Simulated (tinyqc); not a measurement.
One anharmonic mode: perturbation theory, self-consistent phonons and exact levels. Changing the quartic constant b. Computed by tinyqc, a small Python program. Command: `OMP_NUM_THREADS=1 python tinyqc.py 3008354 3008355 out.jsonl scp sweep`. One thread of a shared host (Intel(R) Xeon(R) Processor @ 2.30GHz), about 0.06 s of CPU time with the checks.

V(x) = k x^2/2 + b x^4 for one coordinate x of mass M. A constant K > 0 gives hbar Omega = sqrt((hbar^2/u) K/M) with K in eV/angstrom^2 and M in u.

Inputs (values chosen for the exercise, for a model mode):
```
quantity             value           unit
mode mass M           65.4              u
harmonic constant k   2.22  eV/angstrom^2
temperature T          190              K
mixing                 0.5              -
```

Shape: single well.

Constants: hbar^2/u = 4.18015928e-03 eV angstrom^2; k_B = 8.617333262e-05 eV/K.

Method:
- Self-consistent phonon, centred at x = 0: K = k + 12 b <x^2>, <x^2> = (hbar Omega/(2K)) coth(hbar Omega/(2 k_B T)).
- Start at K = |k|; K(new) = K + mixing x (K_out - K), but at least K/20; stop when |K_out - K| < 1e-9 |k| or after 90 steps.
- Its free energy is F = k_B T ln[2 sinh(hbar Omega/(2 k_B T))] + (k - K)<x^2>/2 + 3 b <x^2>^2, an upper bound to the exact one.
- Basis: oscillator states n of the constant |k|, with x = s (a + a+), s^2 = hbar Omega/(2|k|); H = hbar Omega (n + 1/2) + (k - |k|) x^2/2 + b x^4, with exact matrix elements of x^2 and x^4.
- Exact values use 120 basis states: F = -k_B T ln sum exp(-E_n/(k_B T)), and <x^2> is the Boltzmann mean.

One run for each value; columns: (1) quartic constant b (eV/angstrom^4); (2) self-consistent quantum (meV); (3) E_1 - E_0 (meV); (4) self-consistent <x^2> (angstrom^2); (5) exact <x^2> (angstrom^2):
```
(1)        (2)     (3)        (4)        (5)
7.3     13.298  12.487  0.0062398  0.0063240
26.0    15.379  13.649  0.0047452  0.0049317
49.0    17.020  14.759  0.0039322  0.0041466
92.0    19.133  16.371  0.0031769  0.0033923
170.0   21.729  18.551  0.0025327  0.0027280
330.0   25.239  21.730  0.0019560  0.0021165
620.0   29.403  25.707  0.0015196  0.0016438
1200.0  34.845  31.080  0.0011650  0.0012548
```

Give the missing row, quartic constant b (eV/angstrom^4) = 14.0.

Computed row; columns: (1) quartic constant b (eV/angstrom^4); (2) self-consistent quantum (meV); (3) E_1 - E_0 (meV); (4) self-consistent <x^2> (angstrom^2); (5) exact <x^2> (angstrom^2):
```
(1)      (2)     (3)        (4)        (5)
14.0  14.184  12.943  0.0055227  0.0056617
```

Interpolating between the two neighbouring rows (the first column on a logarithmic scale, the others too where they are positive) misses most in self-consistent <x^2> (angstrom^2), by 1.8 %. Over the rows, self-consistent quantum (meV) rises from 13.3 to 34.8 (exponent d ln y / d ln x 0.099 between the first rows and 0.26 between the last); E_1 - E_0 (meV) rises from 12.5 to 31.1 (exponent d ln y / d ln x 0.055 between the first rows and 0.29 between the last); self-consistent <x^2> (angstrom^2) falls from 0.00624 to 0.00117 (exponent d ln y / d ln x -0.19 between the first rows and -0.40 between the last). The self-consistent quantum is 1.06 times E_1 - E_0 in the first row and 1.12 in the last; it follows from the curvature averaged over the spread of x, not from the lowest spacing alone.

Extremes, crossings and ranges named in words are read from the listed rows.
